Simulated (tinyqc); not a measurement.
Heavy doping: gap narrowing, degeneracy and the minority density, step by step. Values are carried at full precision from step to step, so a last printed digit may differ when a step is redone from the rounded ones.

Empirical narrowing (Slotboom form, constants chosen for the exercise; published fits of this form give the apparent narrowing, here it is taken as the true one): dEg = E0 [ln(N/N0) + sqrt(ln(N/N0)^2 + C)].

Constants: kB = 8.617333262e-05 eV/K; e^2/(4 pi eps0) = 14.39964547 eV angstrom.

Inputs chosen for the exercise (gap and densities of states near those of Si at this temperature; narrowing constants near the fits for Si; the results hold for these values, not for the real material): N = 2e+18 1/cm^3 (ionised acceptors, equal to the majority density); E0 = 7.47 meV (narrowing scale); N0 = 1.4e+17 1/cm^3 (onset density); C = 0.5 (smoothing constant); Nv = 1.1e+19 1/cm^3 (valence-band density of states); Eg = 1.124 eV (gap); Nc = 2.63e+19 1/cm^3 (conduction-band density of states); T = 300 K; eps = 11.4 (dielectric constant); Mv = 1 (majority valleys).

## Gap narrowing

Evaluate at N.

ln(N/N0) = 2.6593
dEg (empirical fit) = 40.42 meV

Well above N0 each decade of doping adds 2 E0 ln 10 = 34.4 meV.

## Degeneracy of the majority band

F_j(eta) = (1/Gamma(j + 1)) integral_0^infinity x^j dx/(1 + exp(x - eta)), which tends to exp(eta) for eta << 0.

Majority: N = Nv F_1/2(eta), eta the distance of EF beyond the majority band edge in kT. Degeneracy factor gam = F_1/2(eta)/exp(eta). ni0^2 = Nc Nv exp(-Eg/kT); product n p = ni0^2 gam exp(dEg/kT), dEg the true narrowing; apparent narrowing dEa = dEg + kT ln gam; minority density = n p/N.

Solve for eta and form gam.

N/Nv = 0.1818
eta = -1.6406
gam = 0.9379

## Product and minority density

Combine both effects.

ni0 = 6.16e+09 1/cm^3
exp(dEg/kT) = 4.78
dEa = 38.8 meV
sqrt(n p) = 1.30e+10 1/cm^3
minority density = 84.9 1/cm^3

Narrowing multiplies the product by 4.78 and degeneracy by 0.938; together they change the minority density by a factor 4.48 against ni0^2/N.

## Two estimates of the size

Two physical estimates, e2 = e^2/(4 pi eps0), N in 1/angstrom^3: exchange shift at the Fermi level, Ex = (e2/eps) kF/pi with kF = (3 pi^2 N/Mv)^(1/3); screened-pair energy (Lanyon-Tuft), Es = (3/4)(e2/eps) qs with qs^2 = (4 pi e2 N/(eps kT)) F_-1/2(eta)/F_1/2(eta).

Evaluate both at N.

kF = 0.03898 1/angstrom
Ex = 15.67 meV
Es = 32.18 meV

Against the fitted dEg = 40.4 meV, Ex is 0.39 and Es 0.80 times as large; each keeps one mechanism only, and Ex assumes a strongly degenerate gas, while here eta is only -1.64.

## Checks

- Minority density against the Boltzmann occupation of the other band at the narrowed gap (1/cm^3): both 84.94.

Run: tinyqc, `OMP_NUM_THREADS=1 python tinyqc.py 1651194 1651195 out.jsonl`; Intel(R) Xeon(R) Processor @ 2.30GHz, one thread, shared host; about 0.01 s of CPU time with all checks.
